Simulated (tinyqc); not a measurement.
# Changing the barrier height phi_B

Model: specific resistance of a metal-semiconductor contact and its transmission-line measurement. Computed by tinyqc, a small Python program. Command: `OMP_NUM_THREADS=1 python tinyqc.py 3031317 3031318 out.jsonl contact sweep`. One thread of a shared host (Intel(R) Xeon(R) Processor @ 2.30GHz), about 0.02 s of CPU time with the checks.

The barrier is parabolic (depletion approximation), energies E are normal energies counted from the band edge in the neutral semiconductor (downwards for holes), and the bias is zero. xi is an input, held fixed when other inputs move.

Inputs (values chosen for the exercise, modelled on p-type silicon):
```
quantity                                           value          unit
tunnelling mass m                                   0.37           m_0
permittivity eps                                    11.7             -
Richardson constant A*                              31.3  A/(cm^2 K^2)
doping N                                         7.2e+18        1/cm^3
Fermi level above the band edge in the bulk, xi    -0.09            eV
temperature T                                        500             K
```

Image-force lowering: left out.

Constants: hbar = 1.054571817e-34 J s; eps_0 = 8.8541878128e-12 F/m; m_0 = 9.1093837015e-31 kg; k_B = 8.617333262e-05 eV/K; e = 1.602176634e-19 C.

Method:
- E_00 = (e hbar/2) sqrt(N/(eps eps_0 m)); band bending E_b = phi_B + xi; depletion width w = sqrt(2 eps eps_0 E_b/(e^2 N)).
- WKB transmission for E < E_b, with a = E/E_b: D = exp{-(E_b/E_00) [sqrt(1 - a) - a ln((1 + sqrt(1 - a))/sqrt(a))]}; D = 1 above.
- At zero bias 1/rho_c = (e A*/k_B^2) int D(E) f(E) dE, f = 1/(1 + exp((E - xi)/k_B T)); 200 Gauss-Legendre points from 0 to E_b, and k_B T ln(1 + exp((xi - E_b)/k_B T)) for the part above the barrier; the share of tunnelling is the part below.

One run for each value; columns: (1) barrier height phi_B (eV); (2) specific contact resistance rho_c (ohm cm^2); (3) share of tunnelling (%); (4) depletion width (nm):
```
(1)          (2)     (3)     (4)
0.23  3.0116e-07  73.782   5.014
0.35  2.7927e-06  84.960   6.834
0.47  2.8982e-05  90.365   8.261
0.60  3.8654e-04  93.711   9.571
0.72  4.3503e-03  95.631  10.637
0.85  6.1158e-02  96.994  11.683
0.97  7.1119e-01  97.842  12.572
1.10  1.0258e+01  98.477  13.469
```

Over the rows, specific contact resistance rho_c (ohm cm^2) rises from 3.01e-7 to 10.3 (exponent d ln y / d ln x 5.3 between the first rows and 21 between the last); share of tunnelling (%) rises from 73.8 to 98.5 (exponent d ln y / d ln x 0.34 between the first rows and 0.051 between the last); depletion width (nm) rises from 5.01 to 13.5 (exponent d ln y / d ln x 0.74 between the first rows and 0.55 between the last). Between the last rows rho_c rises one decade per 112 meV, against ln(10) k_B T = 99 meV for pure thermionic emission and ln(10) E_00 coth(E_00/k_B T) = 109 meV with tunnelling. Left out: 0.100 (the barrier vanishes).
